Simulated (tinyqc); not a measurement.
Admittance spectroscopy and thermally stimulated current of one trap level in a depletion layer: one step, computed by the program tinyqc.

A Schottky junction on n-type material holds one donor-like electron trap; shallow donors are fully ionised and abrupt depletion edges are assumed.

Question. The capacitance step. With E_c - E_F = k_B T_p ln(N_c/N): lambda = sqrt(2 eps eps_0 (E_t - (E_c - E_F))/(e^2 N)); traps are empty and charged for x < x_t = w - lambda, and V_b = e (N w^2 + N_t x_t^2)/(2 eps eps_0). High frequency: C_hf = eps eps_0/w. Low frequency: C_lf = eps eps_0 (N + N_t)/(N w + N_t x_t).

Inputs (values chosen for the exercise, modelled on n-type germanium):

| quantity | value | unit |
|---|---|---|
| dielectric constant eps | 16.2 | - |
| shallow doping N | 2e+16 | 1/cm^3 |
| trap density N_t | 2e+15 | 1/cm^3 |
| trap depth E_t below the band | 0.225 | eV |
| band bending V_b | 0.43 | V |

E_c - E_F = k_B T_p ln(N_c/N) = 0.09370068 eV

Constants: eps_0 = 8.8541878128e-12 F/m; e = 1.602176634e-19 C.

Give: lambda; depletion width w; crossing point x_t; C_hf; C_lf; step (C_lf - C_hf)/C_hf; small-N_t estimate (N_t/N)(lambda/w).

Answer.

lambda = 108.42 nm

depletion width w = 194.32 nm

crossing point x_t = 85.896 nm

C_hf = 73.817 nF/cm^2

C_lf = 77.761 nF/cm^2

step (C_lf - C_hf)/C_hf = 0.053434

small-N_t estimate (N_t/N)(lambda/w) = 0.055796

Reading N_t/N straight from the step would give 0.0534 against the true 0.100: the factor lambda/w must be known.
